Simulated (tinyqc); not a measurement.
# Capacitances against the distance to each plane

Endless row of lines of width wl, height tl and space sl between grounded planes at distance hd; e2 fills the gaps beside the lines, e1 the rest. Laplace's equation is solved on meshes of 3, 6 and 12 steps per unit u and extrapolated (Aitken), which is good to about 0.2 %. C_even (all lines at 1 V) is the capacitance Cg to the planes; C_odd (neighbours in antiphase) = Cg + 4 Cc if only nearest neighbours couple, which defines Cc; total with quiet neighbours Cg + 2 Cc. Plate values 2 eps0 e1 wl/hd and eps0 e2 tl/sl.

Inputs (values chosen for the exercise):
- e1 = 2.7 (relative permittivity above and below the lines)
- e2 = 2 (relative permittivity between the lines)
- wl = 6 u (line width, in units u)
- tl = 12 u (line height)
- sl = 8 u (space between lines)

Constants: eps0 = 8.8541878128e-12 F/m. Results are converted to the units shown.

The same in every row: plate Cc (aF/um) = 26.6.

Capacitances against the distance to each plane:

| hd (u) | Cg (aF/um) | Cc (aF/um) | Cg + 2 Cc (aF/um) | C_odd (aF/um) | plate Cg (aF/um) | share of coupling, 2 Cc/(Cg + 2 Cc) (%) |
|---|---|---|---|---|---|---|
| 2 | 238 | 17.7 | 273 | 309 | 143 | 12.9 |
| 3 | 172 | 20.7 | 214 | 255 | 95.6 | 19.4 |
| 4 | 136 | 23.5 | 183 | 230 | 71.7 | 25.6 |
| 5 | 113 | 26.0 | 165 | 217 | 57.4 | 31.5 |
| 6 | 96.6 | 28.1 | 153 | 209 | 47.8 | 36.8 |
| 8 | 74.9 | 31.7 | 138 | 202 | 35.9 | 45.8 |
| 10 | 61.2 | 34.4 | 130 | 199 | 28.7 | 52.9 |

As hd goes from 2 to 10, Cg falls from 238 to 61.2 aF/um, Cc rises from 17.7 to 34.4 aF/um and the share of coupling rises from 12.9 to 52.9 %. Cg is 1.66 times its plate value in the first row and 2.13 times in the last; for Cc the ratios are 0.665 and 1.29. Neighbours in antiphase raise the load by a factor of 1.13 and 1.53 over quiet ones.

tinyqc, about 1 s, one thread, Intel Xeon 2.30GHz (shared host): `OMP_NUM_THREADS=1 python tinyqc.py 2790115 2790116 out.jsonl`
